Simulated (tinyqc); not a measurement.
# Trench capacitor in an array: capacitance, non-linearity, leakage and relaxation: effects of single changes

A film between two metal electrodes, each interface adding a series capacitance ci. The small-signal permittivity is ek (1 + aq E^2); the field is found with the linear permittivity. Leakage J = J0 sinh(E/Ef). After a voltage step the film passes a relaxation current kr C V tt^(-nr), tt being the time in seconds. The sidewall is a coaxial capacitor with radii a = dm/2 - t and b = dm/2, depth AR dm; the end face is left out.

Values chosen for this exercise; permittivity of the order of that of hafnium oxide: relative permittivity of the film ek = 19.7; film thickness t = 19 nm; capacitance of each electrode interface (dead layer and screening) ci = 1000 uF/cm^2; quadratic field coefficient of the permittivity aq = 0.0053 cm^2/MV^2; bias V = 1 V; exponent of the relaxation current nr = 0.99; strength of the relaxation kr = 0.0004; leakage prefactor J0 = 3.8e-10 A/cm^2; field for an e-fold rise of the leakage Ef = 0.18 MV/cm; diameter of the hole dm = 210 nm; pitch of the square array pt = 420 nm; resistivity of the inner electrode rho = 180 uohm cm; duration of the write pulse t0 = 1e-8 s.

Constants: eps0 = 8.8541878128e-14 F/cm where lengths are in cm. Results are converted to the units shown.

Each table varies one quantity; the others keep the values above.

## Capacitance, non-linearity and leakage against thickness

Planar film: Cf = eps0 ek/t, 1/C = 1/Cf + 2/ci, EOT = 3.9 eps0/C, effective permittivity C t/eps0, E = (V/t) C/Cf; quadratic coefficient [C(V)/C - 1]/V^2 with Cf (1 + aq E^2) in C(V).

Capacitance, non-linearity and leakage against thickness:
```
t (nm)  C (uF/cm^2)  EOT (nm)  effective permittivity  E (MV/cm)  quadratic coefficient (ppm/V^2)  J (A/cm^2)
2.5           6.881    0.5018                   19.43      3.945                          8.125e4      0.6265
3.7           4.670    0.7394                   19.52      2.677                          3.763e4    5.480e-4
5.5           3.151     1.096                   19.58      1.807                          1.719e4    4.344e-6
8.2           2.118     1.630                   19.62      1.214                             7782    1.617e-7
12            1.449     2.383                   19.64     0.8309                             3649    1.921e-8
18           0.9672     3.570                   19.66     0.5545                             1626    4.127e-9
27           0.6452     5.352                   19.67     0.3699                            724.2    1.459e-9
40           0.4357     7.926                   19.68     0.2498                            330.4   7.136e-10
60           0.2905     11.89                   19.69     0.1666                            147.0   4.040e-10
```

Read the table: what changes, and by how much?

C falls from 6.88 to 0.291 uF/cm^2 while the effective permittivity goes from 19.4 to 19.7 (ek = 19.7). EOT is a straight line in t with slope 3.9/ek = 0.198 and intercept 0.00691 nm. The quadratic coefficient goes as t^(-1.96) between the first two rows and t^(-2.00) between the last two (-2 without interfaces), and J falls by 9.19 decades. For t = 2.5, 3.7 direct tunnelling, left out, would add to the leakage.

## Cell against the aspect ratio

Per length 1/c = ln(b/a)/(2 pi eps0 ek) + (1/a + 1/b)/(2 pi ci); cell capacitance c AR dm; per footprint over pt^2; fields c V/(2 pi eps0 ek r) at r = a and b; resistance of the inner electrode rho AR dm/(pi a^2); time constant R C/3 of the distributed line.

The same in every row: field at a (MV/cm) = 0.58145; field at b (MV/cm) = 0.47623.

Cell against the aspect ratio:
```
AR   cell capacitance (fF)  per footprint (uF/cm^2)  R (kohm)  R C/3 (ps)
5                   5.7543                   3.2621  0.081342     0.15602
10                  11.509                   6.5242   0.16268     0.62409
20                  23.017                   13.048   0.32537      2.4964
30                  34.526                   19.572   0.48805      5.6168
50                  57.543                   32.621   0.81342      15.602
70                  80.560                   45.669    1.1388      30.580
100                 115.09                   65.242    1.6268      62.409
```

What does the table show?

As AR goes from 5 to 100, the cell capacitance rises from 5.75 to 115 fF, the capacitance per footprint rises from 3.26 to 65.2 uF/cm^2, the ratio of the two fields stays at 1.22 and R C/3 rises from 0.156 to 62.4 ps; the time constant goes as AR^(2.00) between the first two rows and AR^(2.00) between the last two.

## Charge lost after writing

Planar film: Cf = eps0 ek/t, 1/C = 1/Cf + 2/ci, EOT = 3.9 eps0/C, effective permittivity C t/eps0, E = (V/t) C/Cf. A capacitor written for t0 and then left open loses, as a share of C V, kr (tt^(1 - nr) - t0^(1 - nr))/(1 - nr) by relaxation and J tt/(C V) by leakage; both are taken as small, and rows far outside that range are left out.

The same in every row: leakage current (nA/cm^2) = 3.508.

Charge lost after writing:
```
tt (s)  relaxation current (nA/cm^2)  loss by relaxation (%)  loss by leakage (%)  total loss (%)
1e-6                         3.192e5                  0.1568             3.828e-7          0.1568
1e-5                         3.267e4                  0.2379             3.828e-6          0.2380
0.0001                          3343                  0.3210             3.828e-5          0.3210
0.001                          342.1                  0.4060             3.828e-4          0.4063
0.01                           35.00                  0.4929             0.003828          0.4967
0.1                            3.582                  0.5819              0.03828          0.6202
1                             0.3665                  0.6729               0.3828           1.056
10                           0.03751                  0.7661                3.828           4.594
```

The two currents are equal at tt = 0.102 s. The loss by relaxation grows from 0.157 to 0.766 %, by 0.0811 points over the first decade and 0.0932 over the last, while the loss by leakage grows tenfold a decade. Leakage is the larger loss for tt = 10 s. For tt = 10 the falling voltage would already cut the leakage, so the linear estimate overstates the loss.

tinyqc, about 0.01 s, one thread, Intel Xeon 2.30GHz (shared host): `OMP_NUM_THREADS=1 python tinyqc.py 2102054 2102055 out.jsonl`
